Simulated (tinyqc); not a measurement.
Read current of a NAND string, cells in series solved by shooting: one step of the calculation.

Cells in series, numbered from 0 at the source line (0 V) to the bit line, each followed by a gap resistance Rg. A cell with gate Vg, threshold VT, source Vs and drain Vd passes I = 2 nf K Vt^2 [F(Vs) - F(Vd)]/(1 + th max(Vg - VT, 0)), F(V) = ln^2(1 + exp((Vg - VT - nf V)/(2 nf Vt))). The selected cell has Vg = Vr, the others Vg = Vp.

Problem. Node voltages for a trial current. For a trial current I start at 0 V and, cell by cell (the selected one is cell 1), solve for the drain: sqrt(F(Vd)) = sqrt(F(Vs) - I/k), k = 2 nf K Vt^2/(1 + th max(Vg - VT, 0)), Vd = [Vg - VT - 2 nf Vt ln(exp(sqrt F) - 1)]/nf, then add I Rg.

Parameters, values chosen for the exercise; values of the order met in vertical NAND strings:
- T = 300 K (temperature)
- K = 27 uA/V^2 (gain factor of a cell)
- nf = 2.5 (slope factor)
- th = 0.1 1/V (mobility reduction factor)
- Rg = 2.3 kohm (resistance of the gap between cells)
- Vbl = 0.4 V (bit-line voltage)
- Vp = 5.6 V (pass voltage)
- Vr = 1.72 V (read voltage on the selected word line)

Constants: q = 1.602176634e-19 C, kB = 1.380649e-23 J/K, Vt = kB T/q. Results are converted to the units shown.

first trial current = 1.5 uA
thresholds from the source end, cell 0 to 5 (V): [-1.6, 0.8, -1.6, -1.6, 4.1, -1.6]

Find: node voltage after each cell and gap, trial 1.

Solution.

node voltage after each cell and gap, trial 1, cell 0 to 5 (V): [0.01675, 0.09806, 0.1153, 0.1326, 0.1944, 0.2121]

tinyqc, about 0.7 s, one thread, Intel Xeon 2.30GHz (shared host): `OMP_NUM_THREADS=1 python tinyqc.py 2142034 2142035 out.jsonl`
